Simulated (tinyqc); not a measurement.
Conductance of a narrow metal strip with scatterers (square lattice, Green functions): sweeps and comparisons. A value that a table varies takes the place of the one given here.

A strip of W sites across with hard walls, site energy 0 and hopping -t. Mode n = 1 to W has profile chi_n(j) = sqrt(2/(W + 1)) sin(n j pi/(W + 1)) and energy en = -2t cos(n pi/(W + 1)); E = en - 2t cos(kn a). With z_n = exp(i kn a) (Im k > 0 for closed modes, |z| < 1) each lead gives the self-energy -t z_n in mode n. One column carries the site energies v, here a uniform barrier across the strip, as of a grain boundary. In the mode basis V_nm = sum_j chi_n(j) v_j chi_m(j), G = (E - en + 2 t z_n - V)^-1, and t_nm = 2t sqrt(sin(kn a) sin(km a)) G_nm in size for open modes. T = sum |t_nm|^2, conductance (2e^2/h) T.

Constants: e^2/h = 3.874045865e-05 S.

Inputs chosen for the exercise (hopping and spacing of the size met in Cu or Al; the lattice is a model; the results hold for these values, not for the real material):
- t = 0.94 eV (hopping)
- W = 5 (sites across)
- v = (1.8, 1.8, 1.8, 1.8, 1.8) eV (site energies in the scattering column)
- a = 2.6 angstrom (spacing)
- E = -0.54 eV (Fermi energy)

## Conductance steps with and without the scatterer

E is varied across the lower half of the band.

Against energy:

| E/t | E (eV) | open modes | T | reflected |
|---|---|---|---|---|
| -3.30 | -3.102 | 1 | 0.2960 | 0.7040 |
| -2.95 | -2.773 | 2 | 0.4581 | 1.5419 |
| -2.65 | -2.491 | 2 | 0.7211 | 1.2789 |
| -2.30 | -2.162 | 2 | 0.8872 | 1.1128 |
| -1.95 | -1.833 | 3 | 1.0278 | 1.9722 |
| -1.65 | -1.551 | 3 | 1.2735 | 1.7265 |
| -1.30 | -1.222 | 3 | 1.4123 | 1.5877 |
| -0.95 | -0.893 | 4 | 1.5109 | 2.4891 |
| -0.65 | -0.611 | 4 | 1.7017 | 2.2983 |
| -0.30 | -0.282 | 4 | 1.7387 | 2.2613 |
| 0.05 | 0.047 | 5 | 1.8464 | 3.1536 |

The clean strip goes from 1 to 5 open modes. The reflected flux ranges from 0.704 (E/t = -3.3) to 3.154 (E/t = 0.05). A uniform barrier reflects each mode by v^2/(v^2 + (2t sin(kn a))^2), most the slow ones just above their thresholds.

## The same scatterer in wider strips

Width (W + 1) a; the strength is the entry of v largest in size. The barrier spans the width. Added resistance (1/T - 1/M)/(2 e^2/h), M the number of open modes.

Against width:

| W | width (angstrom) | M | T | T/M | added resistance (ohm) |
|---|---|---|---|---|---|
| 3 | 10.4 | 3 | 0.9857 | 0.3286 | 8792.0 |
| 4 | 13.0 | 3 | 1.3770 | 0.4590 | 5070.9 |
| 5 | 15.6 | 4 | 1.7240 | 0.4310 | 4259.7 |
| 6 | 18.2 | 5 | 2.0208 | 0.4042 | 3805.5 |
| 8 | 23.4 | 6 | 2.6259 | 0.4376 | 2764.0 |
| 10 | 28.6 | 8 | 3.2600 | 0.4075 | 2345.7 |
| 14 | 39.0 | 11 | 4.5030 | 0.4094 | 1692.9 |
| 20 | 54.6 | 15 | 6.3618 | 0.4241 | 1168.3 |

The added resistance is 8792 ohm at W = 3 and 1168.3 at W = 20; from W = 10 to 20 it changes by a factor 0.50, where 1/M gives 0.53 and 1/M^2 gives 0.28. A barrier across the strip keeps T/M near a constant (0.41 to 0.44 for W of 8 and more), so its resistance goes as 1/width on average, with steps as modes open: resistance times width runs from 63.8 to 67.1 kohm angstrom there.

## What each change does

Open modes M, T and the added resistance (1/T - 1/M)/(2 e^2/h). Each row changes one parameter from the base and keeps the others.

Results:

| case | M | T | added resistance (ohm) |
|---|---|---|---|
| base | 4 | 1.7240 | 4260 |
| t = 0.978 eV | 4 | 1.8049 | 3924 |
| E = -0.46 eV | 4 | 1.7393 | 4194 |
| v = (2.34, 2.34, 2.34, 2.34, 2.34) eV | 4 | 1.2506 | 7093 |

The largest shifts from the base row, up to three for each result and ties (the steps differ in size, so this ranks the rows, not the parameters). M: unchanged at the printed digits by t, E and v. T: v -0.4734, t +0.0809, E +0.0153. added resistance (ohm): v +2833, t -336, E -66.

Computed by tinyqc, a small Python program: `OMP_NUM_THREADS=1 python tinyqc.py 1480986 1480987 out.jsonl` (the numbers bound the seed that draws the inputs); one thread of a shared host (Intel(R) Xeon(R) Processor @ 2.30GHz), about 0.01 s for the whole set of steps.
